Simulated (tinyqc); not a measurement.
## Ground and coupling capacitance from two measurements

Problem. A line has Cg to the planes and Cc to each of two neighbours. Find Cg, Cc, the load when both neighbours switch in antiphase, and the pulse on the line when it floats and both neighbours swing by Vx.

Inputs (values chosen for the exercise):
```
symbol,value,unit,meaning
Vx,0.8,V,swing
```

capacitance with neighbours driven alike and with neighbours grounded (aF/um): [34, 124]

Solution. Driven alike, Cc carries no charge, which leaves Cg; grounded neighbours give Cg + 2 Cc, antiphase Cg + 4 Cc; a floating line divides the swing as 2 Cc/(Cg + 2 Cc).

Cg = 34.00 aF/um
Cc = 45.00 aF/um
load in antiphase = 214.0 aF/um
pulse = 0.5806 V

Computed by the program tinyqc: `OMP_NUM_THREADS=1 python tinyqc.py 2790224 2790225 out.jsonl`, one thread of a shared Intel Xeon 2.30GHz, about 1 s for the whole run.
